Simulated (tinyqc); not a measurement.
## In-plane mass from two subband densities

Problem. At zero temperature each occupied subband holds N_k = D (EF - E_k), D = 2 md m0 q/(pi hbar^2) per eV (two valleys). Two subbands are occupied. Find md, EF - E1 and EF - E2.

Constants: q = 1.602176634e-19 C, hbar = 1.054571817e-34 J s, m0 = 9.1093837015e-31 kg. Results are converted to the units shown.

N1, N2 (cm^-2): 5.3376214e12  1.9e11
E2 - E1 = 32.6 meV

Answer. N1 - N2 = D (E2 - E1) gives D and so md; each N_k/D is a distance to EF.

md = 0.1890 m0
EF - E1 = 33.80 meV
EF - E2 = 1.203 meV

Program tinyqc, `OMP_NUM_THREADS=1 python tinyqc.py 2140026 2140027 out.jsonl`; Intel Xeon 2.30GHz, shared host, one thread, about 0.1 s.
